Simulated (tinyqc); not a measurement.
Carrier lifetime of a p-type layer with SRH, radiative, Auger and surface recombination: effect of the temperature at dn = 6e13 cm^-3.

Uniform excess density dn = dp (no trapping), n = n0 + dn, p = p0 + dn, Boltzmann statistics, full ionisation. Surfaces enter as a rate 2 S dn/d, which holds while diffusion to them is fast.

Nc and Nv are given at 300 K and scale as (T/300 K)^1.5; all else is held fixed. ni = sqrt(Nc Nv) exp(-Eg/(2 Vt)), Eg in volts; majority density N/2 + sqrt(N^2/4 + ni^2), n0 p0 = ni^2; n1 = Nc exp(-Et/Vt), p1 = Nv exp((Et - Eg)/Vt); tn0 = 1/(sn vth Nt), tp0 = 1/(sp vth Nt). With e = n p - ni^2 = dn (n0 + p0 + dn): U_SRH = e/(tp0 (n + n1) + tn0 (p + p1)), U_rad = B e, U_Aug = (Cn n + Cp p) e, U_s = 2 S dn/d. Each tau is dn over its rate; tau = dn/U with U the sum. Here dn = 6e13 cm^-3.

Parameters, values chosen for the exercise; band and dielectric values close to those of silicon: band gap Eg = 1.14 eV; conduction-band density of states at the reference temperature Nc = 2.76e19 cm^-3; valence-band density of states at the reference temperature Nv = 2.68e19 cm^-3; radiative coefficient B = 4.63e-15 cm^3/s; acceptor density N = 3.1e15 cm^-3; Auger coefficient (two electrons) Cn = 2.9e-31 cm^6/s; Auger coefficient (two holes) Cp = 8.1e-32 cm^6/s; trap density Nt = 2.5e12 cm^-3; capture cross-section for electrons sn = 2e-14 cm^2; capture cross-section for holes sp = 2e-15 cm^2; thermal velocity (both carriers) vth = 1.9e7 cm/s; trap level below the conduction band Et = 0.27 eV; surface recombination velocity (both faces) S = 600 cm/s; sample thickness d = 1 um.

Constants: q = 1.602176634e-19 C, kB = 1.380649e-23 J/K, Vt = kB T/q. Results are converted to the units shown.

The same in every row: tau_s (s) = 8.3333e-8.

Result of one run:
```
T (K),tau_SRH (s),tau_rad (s),tau_Aug (s),tau (s),radiative share (%),largest path
280,2.3974e-6,0.068349,1.1577,8.0534e-8,1.1783e-4,surface
```

What becomes of these results when the temperature T is changed from 280 to 360 K, all else the same?

Result of the changed run:
```
T (K),tau_SRH (s),tau_rad (s),tau_Aug (s),tau (s),radiative share (%),largest path
360,2.1317e-5,0.068349,1.1577,8.3009e-8,1.2145e-4,surface
```

The whole series:
```
T (K),tau_SRH (s),tau_rad (s),tau_Aug (s),tau (s),radiative share (%),largest path
200,1.2604e-6,0.068349,1.1577,7.8165e-8,1.1436e-4,surface
240,1.3932e-6,0.068349,1.1577,7.8630e-8,1.1504e-4,surface
280,2.3974e-6,0.068349,1.1577,8.0534e-8,1.1783e-4,surface
320,6.9179e-6,0.068349,1.1577,8.2341e-8,1.2047e-4,surface
360,2.1317e-5,0.068349,1.1577,8.3009e-8,1.2145e-4,surface
400,5.7364e-5,0.068349,1.1576,8.3212e-8,1.2175e-4,surface
440,1.3320e-4,0.068346,1.1575,8.3281e-8,1.2185e-4,surface
480,2.7322e-4,0.068304,1.1552,8.3308e-8,1.2197e-4,surface
```

Surface recombination leads at T = 200 and in all other rows. tau_SRH rises from 1.26e-6 to 2.73e-4 s and the total lifetime rises from 7.82e-8 to 8.33e-8 s.

Computed by the program tinyqc: `OMP_NUM_THREADS=1 python tinyqc.py 2300028 2300029 out.jsonl`, one thread of a shared Intel Xeon 2.30GHz, about 0.01 s for the whole run.
